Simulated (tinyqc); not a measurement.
Velocity overshoot from momentum and energy balance equations after a field step: one step, computed by the program tinyqc. Command: `OMP_NUM_THREADS=1 python tinyqc.py 3010584 3010585 out.jsonl overshoot walk`. One thread of a shared host (Intel(R) Xeon(R) Processor @ 2.30GHz), about 0.02 s of CPU time with the checks.

At t = 0 the field jumps from 0 to F in a uniform sample. v is the drift velocity and u = w - (3/2) k_B T the excess energy per carrier.

Question. Constants and steady state. dv/dt = e F/m - v/tau_m(u), du/dt = e F v - u/tau_E, tau_m(u) = tau_0/(1 + c u), tau_0 = m mu_0/e, c = mu_0/(e tau_E v_s^2); this choice gives the steady state v (1 + mu_0 F v/v_s^2) = mu_0 F, which saturates at v_s. Steady velocity v = 2 mu_0 F/(1 + sqrt(1 + 4 (mu_0 F/v_s)^2)); u = e F v tau_E; carrier temperature T + 2u/(3 k_B), neglecting the drift energy m v^2/2.

Inputs (values chosen for the exercise, modelled on holes in silicon except for tau_E): effective mass m = 0.4 m_0; low-field mobility mu_0 = 490 cm^2/(V s); saturation velocity v_s = 0.9 1e7 cm/s; energy relaxation time tau_E = 0.28 ps; field after the step F = 13 kV/cm; lattice temperature T = 300 K.

Scheme: implicit in the damping.

Constants: m_0 = 9.1093837015e-31 kg; e = 1.602176634e-19 C; k_B = 8.617333262e-05 eV/K.

Give: tau_0; c; acceleration e F/m; steady velocity; steady excess energy; steady carrier temperature.

Answer.

tau_0 = 111.4 fs

c = 21.60 1/eV

acceleration e F/m = 0.005716 1e7 cm/s per fs

steady velocity = 0.4661 1e7 cm/s

steady excess energy = 0.01697 eV

steady carrier temperature = 431.3 K

tau_E/tau_0 = 2.51, and in the steady state tau_m has shrunk to 81.5 fs.
